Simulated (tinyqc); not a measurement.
The 3-omega method: a line heater on a substrate with a thin film: one step, computed by the program tinyqc.

A current at angular frequency omega = 2 pi f heats the line at 2 omega with the amplitude P per length; the temperature swing Delta T at 2 omega gives a voltage at 3 omega. The substrate is taken as semi-infinite and isotropic, and the heat capacity of heater and film is left out.

Task: Penetration depth. D = kappa/C; q = sqrt(2 i omega/D); penetration depth 1/|q| = sqrt(D/(2 omega)).

Inputs (values chosen for the exercise, modelled on hafnia on gallium oxide):
```
quantity,value,unit
substrate conductivity kappa,21.8,W/(m K)
substrate heat capacity C,3.37,1e6 J/(m^3 K)
heater half-width b,22,micrometre
current frequency f,240,Hz
substrate thickness d_s,380,micrometre
```

Give: diffusivity D; penetration depth; |q| b; penetration depth / d_s.

Result:

diffusivity D = 6.469 mm^2/s

penetration depth = 46.31 micrometre

|q| b = 0.4750

penetration depth / d_s = 0.1219
